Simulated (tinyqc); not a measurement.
# Inverter chain driving a load

N inverters, each f = Hc^(1/N) times larger than the one before: delay tau N (f + pp). Switched capacitance in units of the first input, with output capacitance pp times the input: Hc + (1 + pp)(Hc - 1)/(f - 1).

Values chosen for this exercise:

| symbol | value | unit | meaning |
|---|---|---|---|
| Hc | 720 |  | load over the input capacitance of the chain |
| pp | 1 |  | parasitic delay of an inverter |
| tau | 6 | ps | delay unit |

Results:

| N | f | delay (ps) | switched capacitance |
|---|---|---|---|
| 2 | 26.83 | 334.0 | 775.7 |
| 3 | 8.963 | 179.3 | 900.6 |
| 4 | 5.180 | 148.3 | 1064 |
| 5 | 3.728 | 141.8 | 1247 |
| 6 | 2.994 | 143.8 | 1441 |
| 7 | 2.560 | 149.5 | 1642 |
| 9 | 2.077 | 166.2 | 2055 |

Estimate the missing row, N = 8.

Computed row:

| N | f | delay (ps) | switched capacitance |
|---|---|---|---|
| 8 | 2.276 | 157.2 | 1847 |

With this row back in the table: The delay goes from 334 through a minimum of 142 (at N = 5 among the rows listed) to 166 ps. The best stage effort solves pp + rho (1 - ln rho) = 0, rho = 3.59, which gives N = ln Hc/ln rho = 5.15. One stage fewer than the best costs 4.6 % in delay and saves 15 % of the switched capacitance.

Program tinyqc, `OMP_NUM_THREADS=1 python tinyqc.py 2082031 2082032 out.jsonl`; Intel Xeon 2.30GHz, shared host, one thread, about 0.01 s.
